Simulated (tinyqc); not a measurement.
## Threshold spread from leakage statistics

Question. VT is Gaussian with standard deviation s and Ioff goes as exp(-VT/(n Vt)), so Ioff is log-normal: mean/median = exp(w^2/2) with w = s/(n Vt). Find w, s, the relative standard deviation sqrt(exp(w^2) - 1) and the share of devices that leak more than the mean, erfc(w/(2 sqrt(2)))/2.

Parameters, values chosen for the exercise:

| symbol | value | unit | meaning |
|---|---|---|---|
| T | 300 | K | temperature |
| n | 1.28 |  | subthreshold factor |

Constants: q = 1.602176634e-19 C, kB = 1.380649e-23 J/K, Vt = kB T/q. Results are converted to the units shown.

mean/median of the off current = 1.1509501

Solution. w = sqrt(2 ln(mean/median)); the mean lies w/2 standard deviations out in ln Ioff.

w = 0.530
s = 17.5 mV
relative standard deviation = 0.570
share above the mean = 39.5 %

Computed by the program tinyqc: `OMP_NUM_THREADS=1 python tinyqc.py 2090018 2090019 out.jsonl`, one thread of a shared Intel Xeon 2.30GHz, about 0.01 s for the whole run.
